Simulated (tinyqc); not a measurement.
Implant damage, amorphisation by cascade overlap, and solid-phase epitaxial regrowth: one step, computed by the program tinyqc.

Range and width of the damage are inputs. Dynamic annealing enters only through the surviving share f.

Problem. Damage energy and displacements per ion. Robinson partition: eps = E a M2/(Z1 Z2 (e^2/(4 pi eps_0)) (M1 + M2)), a = 0.8853 a_0/sqrt(Z1^(2/3) + Z2^(2/3)); k = 0.0793 Z1^(2/3) Z2^(1/2) (M1 + M2)^(3/2)/((Z1^(2/3) + Z2^(2/3))^(3/4) M1^(3/2) M2^(1/2)); damage energy T_d = E/(1 + k (eps + 0.40244 eps^(3/4) + 3.4008 eps^(1/6))); displacements nu = 0.8 T_d/(2 E_d).

Inputs (values chosen for the exercise, modelled on antimony ions in silicon): ion Z1 = 51; ion mass M1 = 121.8 u; target Z2 = 14; target mass M2 = 28.09 u; ion energy E = 150 keV; displacement energy E_d = 15 eV.

Constants: a_0 = 0.529177210903 angstrom; e^2/(4 pi eps_0) = 14.39964548 eV angstrom.

Give: reduced energy eps; k; damage energy T_d; T_d/E; displacements per ion nu.

Solution.

reduced energy eps = 0.2896

k = 0.1130

damage energy T_d = 110.0 keV

T_d/E = 0.7335

displacements per ion nu = 2934

27 % of the energy goes to electrons.
